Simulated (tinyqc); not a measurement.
Tunnelling through a two-layer gate stack, WKB transmission and Tsu-Esaki current: one step of the calculation.

Electrons leave the emitter at x = 0. Energies E (motion across the layers) are in eV from the emitter Fermi level; the collector Fermi level lies at -V and offers states at every E. No charge in the dielectric and no image force: F1 = V/(t1 + t2 eps1/eps2), F2 = F1 eps1/eps2; U = phi1 - F1 x in layer 1 and phi2 - F1 t1 - F2 (x - t1) in layer 2. With C = hbar^2/(2 m0), kappa = sqrt(m (U - E)/C) where U > E and 0 elsewhere; T(E) = exp(-S), S = 2 times the integral of kappa over x.

Question. Fields and band edges. F1 = V/(t1 + t2 eps1/eps2), F2 = F1 eps1/eps2; U = phi1 - F1 x in layer 1 and phi2 - F1 t1 - F2 (x - t1) in layer 2. EOT = 3.9 (t1/eps1 + t2/eps2).

Inputs (values chosen for the exercise); layer 1 close to silicon nitride, layer 2 close to aluminium oxide:
- phi1 = 2.16 eV (barrier of layer 1 above the emitter Fermi level at zero bias)
- m1 = 0.48 m0 (tunnelling mass of layer 1)
- t1 = 0.5 nm (thickness of layer 1)
- eps1 = 7.55 (relative permittivity of layer 1)
- phi2 = 2.67 eV (barrier of layer 2 at zero bias)
- m2 = 0.4 m0 (tunnelling mass of layer 2)
- t2 = 1.5 nm (thickness of layer 2)
- eps2 = 8.63 (relative permittivity of layer 2)
- V = 1.6 V (voltage across the dielectric)

Wanted: F1; F2; U at the end of layer 1; U at the start of layer 2; U at the end of layer 2; EOT.

Answer.

F1 = 8.8286 MV/cm
F2 = 7.7238 MV/cm
U at the end of layer 1 = 1.7186 eV
U at the start of layer 2 = 2.2286 eV
U at the end of layer 2 = 1.0700 eV
EOT = 0.93615 nm

tinyqc, about 0.06 s, one thread, Intel Xeon 2.30GHz (shared host): `OMP_NUM_THREADS=1 python tinyqc.py 2540153 2540154 out.jsonl`
